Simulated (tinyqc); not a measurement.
Inside a calculation. Model: bandgap voltage reference from two bipolar transistors.

Program tinyqc, `OMP_NUM_THREADS=1 python tinyqc.py 2062060 2062061 out.jsonl`; Intel Xeon 2.30GHz, shared host, one thread, about 0.02 s. Printed values are rounded.

Two transistors of area 1 and N carry the same current I. Is(T) = Is (T/T0)^eta exp[(Vg0 q/kB)(1/T0 - 1/T)], VBE1 = Vt ln(I/Is(T)) + I rb, VBE2 = Vt ln(I/(N Is(T))) + I rb/N. The amplifier forces I R1(T) = VBE1 - VBE2 + Vos, with R(T) = R (1 + tc (T - T0)) for both resistors, and the output is Vref = VBE1 + I R2(T). Base currents and the Early effect are neglected.

Values chosen for this exercise; values of the order met in silicon bipolar transistors:
- T0 = 298 K (reference temperature)
- Vg0 = 1.175 V (band-gap voltage extrapolated to 0 K)
- eta = 4 (temperature exponent of the saturation current)
- Is = 2.4e-18 A (saturation current of the unit transistor at T0)
- N = 8 (area ratio of the second transistor)
- R1 = 2.9 kohm (resistor across which the difference of VBE falls, at T0)
- tc = 0 ppm/K (temperature coefficient of both resistors)
- Vos = 1.4 mV (offset of the amplifier)
- rb = 16 ohm (series resistance of the unit transistor)
- R2 = 25.14 kohm (output resistor at T0)
- T = 333 K (temperature)

Constants: q = 1.602176634e-19 C, kB = 1.380649e-23 J/K. Results are converted to the units shown.

## Operating point at the reference temperature

Vt = kB T/q; I = (Vt ln N + Vos)/(R1(T) - rb (1 - 1/N)). Evaluate at T = T0.

Vt = 0.0256797 V
I = 18.9880 uA
Is(T) = 2.4e-18 A
VBE1 = 0.762973 V
I R2 = 0.477358 V
Vref = 1.24033 V

## Operating point at another temperature

Vt = kB T/q; I = (Vt ln N + Vos)/(R1(T) - rb (1 - 1/N)).

Vt = 0.0286957 V
I = 21.1611 uA
Is(T) = 4.58913e-16 A
VBE1 = 0.704943 V
I R2 = 0.531991 V
Vref = 1.23693 V

From T0 to T, VBE1 changes by -58.0 mV and I R2 by 54.6 mV, which leaves -3.40 mV in Vref.

## Resistor for zero slope at T0, ideal case

With tc = 0, Vos = 0 and rb = 0 the current is proportional to T, dVBE/dT = (VBE - Vg0 - (eta - 1) Vt)/T, and Vref has zero slope at T0 when Vref = Vg0 + (eta - 1) Vt0. Find VBE1, its slope, that Vref, R2/R1 and the curvature d2Vref/dT2 = -(eta - 1) kB/(q T0).

VBE1 = 0.761880 V
dVBE/dT = -1.64483 mV/K
Vref = 1.25204 V
R2/R1 = 9.17911
curvature = -0.867517 uV/K^2
